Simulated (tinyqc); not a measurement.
Growth mode over temperature: epitaxial growth on a vicinal surface: Burton-Cabrera-Frank step flow, step-edge barrier and island nucleation. Computed by tinyqc, a small Python program. Command: `OMP_NUM_THREADS=1 python tinyqc.py 3011695 3011696 out.jsonl stepflow walk`. One thread of a shared host (Intel(R) Xeon(R) Processor @ 2.30GHz), about 0.01 s of CPU time with the checks.

Adatoms land at rate F, hop on a square grid (a simplification for hexagonal faces), desorb, or join steps. Lengths are in units of a and n is the adatom coverage. Steps ascend at x = 0 and descend at x = l.

Inputs (values chosen for the exercise, close to those used for GaAs(001)):
```
quantity                     value      unit
site spacing a                   4  angstrom
step height h                 2.83  angstrom
diffusion barrier E_d         1.34        eV
desorption energy E_a         2.61        eV
adatom formation energy E_f  0.956        eV
step-edge barrier E_s         0.22        eV
attempt frequency nu             1       THz
deposition rate F            0.083  layers/s
miscut angle                     8   degrees
temperature T                  590         C
critical nucleus size i          1         -
```

Constants: k_B = 8.617333262e-05 eV/K.

Method:
- D = nu exp(-E_d/(k_B T)) (a^2/s, nu counted per direction); tau = exp(E_a/(k_B T))/nu; x_s = sqrt(D tau); n_eq = exp(-E_f/(k_B T)); terrace width l = h/(a tan(miscut)); Schwoebel length l_s = exp(E_s/(k_B T)) - 1.
- D n'' - n/tau + F = 0 with n(0) = n_eq and -l_s n'(l) = n(l) - n_eq. With u = n - F tau, A = n_eq - F tau, y = l/x_s, s = l_s/x_s: u = A cosh(x/x_s) + B sinh(x/x_s), B = A (1 - cosh y - s sinh y)/(sinh y + s cosh y). Flux into the ascending step J+ = D B/x_s, over the descending one J- = -(D/x_s)(A sinh y + B cosh y); step velocity J+ + J-; growth rate (J+ + J-)/l. For small y: J+ + J- = (F - n_eq/tau) l, J-/J+ = l/(l + 2 l_s).
- Island density on a flat surface without desorption: N = 0.25 (F/D)^(i/(i+2)) exp(E_i/((i+2) k_B T)) per site, with E_i = 0 for i = 1; spacing l_n = N^(-1/2). Step flow needs an effective width l_eff = 2 x(peak) below l_n.
- Temperatures in kelvin are T(C) + 273.15.
- x(peak) solves tanh(x/x_s) = -B/A. Rows where evaporation outweighs deposition are left out.

Scales:
```
T (C)  x_s (a)  l_s (a)  incorporated share  l_n (a)  l_eff/l_n
390      66965   45.984             1.00000    6.080     1.5743
440      30725   34.869             1.00000    7.997     1.1797
490      15613   27.370             1.00000   10.146     0.9152
540       8622   22.095             1.00000   12.503     0.7306
590       5101   18.255             1.00000   15.038     0.5972
640       3196   15.376             1.00000   17.725     0.4980
690       2102   13.164             1.00000   20.539     0.4224
740       1441   11.427             0.99997   23.455     0.3636
790       1024   10.038             0.99984   26.454     0.3170
```

The ratio falls below 1 between 440 and 490 C: islands below, step flow above. Incorporation goes from 100.0 % to 100.0 %.

Extremes, crossings and ranges named in words are read from the listed rows.
